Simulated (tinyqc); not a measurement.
# Off-state leakage of single and stacked transistors: effects of single changes

n-channel devices of unit width. Subthreshold current I(Vg, Vs, Vd) = I0 (T/300 K)^0.5 exp[(Vg - Vs - VT(T) - gb (Vs - Vb) + dd (Vd - Vs))/(nf Vt)] (1 - exp(-(Vd - Vs)/Vt)), VT(T) = VT - cT (T - 300 K). Gate-edge tunnelling Ig (Vd/1 V) exp(ag (Vd - 1 V)), for a gate at 0 V, and band-to-band leakage Ab u exp(-Bb/u), u = Vd - Vb + 1 V, flow at a drain held at V; both are taken as independent of T. In a stack of off transistors (all gates at 0 V) the same subthreshold current passes through each.

Parameters, values chosen for the exercise; values of the order met in bulk silicon logic transistors:

| symbol | value | unit | meaning |
|---|---|---|---|
| T | 358 | K | temperature |
| V | 0.7 | V | supply voltage |
| VT | 0.33 | V | threshold at 300 K, zero drain and body bias |
| cT | 0.6 | mV/K | fall of the threshold with temperature |
| I0 | 0.84 | uA/um | current at threshold at 300 K |
| nf | 1.37 |  | slope factor |
| dd | 0.07 |  | drain-induced lowering per volt |
| gb | 0.08 |  | rise of the threshold per volt of source-body bias |
| Ig | 5e-6 | uA/um | gate-edge tunnelling current at 1 V |
| ag | 3.3 | 1/V | exponential slope of the gate current |
| Ab | 10 | uA/(um V) | prefactor of band-to-band leakage at the drain |
| Bb | 25 | V | its exponential voltage |
| Vb | -0.6 | V | body voltage |

Constants: q = 1.602176634e-19 C, kB = 1.380649e-23 J/K, Vt = kB T/q. Results are converted to the units shown.

Each table varies one quantity; the others keep the values above.

## Subthreshold current against the height of the stack

All n gates at 0 V, bottom source at 0 V, top drain at V; node voltages follow from equal currents.

Subthreshold current against the height of the stack:

| n | I (nA/um) | reduction factor | drain voltage of the bottom device (mV) | source voltage of the top device (mV) | voltage across the top device (V) |
|---|---|---|---|---|---|
| 1 | 0.8701 | 1.000 | 700.0 | 0 | 0.7000 |
| 2 | 0.2339 | 3.721 | 48.29 | 48.29 | 0.6517 |
| 3 | 0.1372 | 6.344 | 20.52 | 67.90 | 0.6321 |
| 4 | 0.09741 | 8.932 | 13.25 | 80.47 | 0.6195 |
| 5 | 0.07565 | 11.50 | 9.822 | 89.77 | 0.6102 |
| 6 | 0.06188 | 14.06 | 7.815 | 97.15 | 0.6028 |

The second transistor cuts the current by a factor of 3.72, the third by a further 1.71 and the sixth by 1.22. The top device keeps 86.1 % of the supply at n = 6, while the drain voltage of the bottom one falls to 0.253 Vt.

## Leakage components against the body voltage

Same model as above.

One transistor with Vg = Vs = 0, Vd = V; stack factor I(one)/I(two in series).

The same in every row: gate edge (nA/um) = 0.001301; stack factor = 3.721.

Leakage components against the body voltage:

| Vb (V) | subthreshold (nA/um) | band-to-band (nA/um) | total (nA/um) | largest part |
|---|---|---|---|---|
| 0.2 | 3.956 | 8.667e-4 | 3.958 | subthreshold |
| 0 | 2.709 | 0.006979 | 2.717 | subthreshold |
| -0.2 | 1.855 | 0.03667 | 1.893 | subthreshold |
| -0.4 | 1.271 | 0.1419 | 1.414 | subthreshold |
| -0.6 | 0.8701 | 0.4377 | 1.309 | subthreshold |
| -0.8 | 0.5959 | 1.135 | 1.732 | band-to-band |
| -1 | 0.4081 | 2.571 | 2.980 | band-to-band |
| -1.2 | 0.2795 | 5.230 | 5.511 | band-to-band |
| -1.4 | 0.1914 | 9.750 | 9.942 | band-to-band |

What does the table show?

As Vb goes from 0.2 to -1.4, the total leakage goes from 3.96 through a minimum of 1.31 (at Vb = -0.6 among the rows listed) to 9.94 nA/um. The subthreshold part leads at Vb = 0.2, the band-to-band part from -0.8 on. The exact minimum lies at Vb = -0.550 V: reverse body bias lowers the subthreshold part by a decade every nf Vt ln 10/gb = 1.22 V but raises the band-to-band part. The reduction by a stack of two stays at 3.72, for the subthreshold part alone. For Vb = 0.2 the body is forward biased; the junction current, left out, is still small at this voltage.

tinyqc, about 0.04 s, one thread, Intel Xeon 2.30GHz (shared host): `OMP_NUM_THREADS=1 python tinyqc.py 2242065 2242066 out.jsonl`
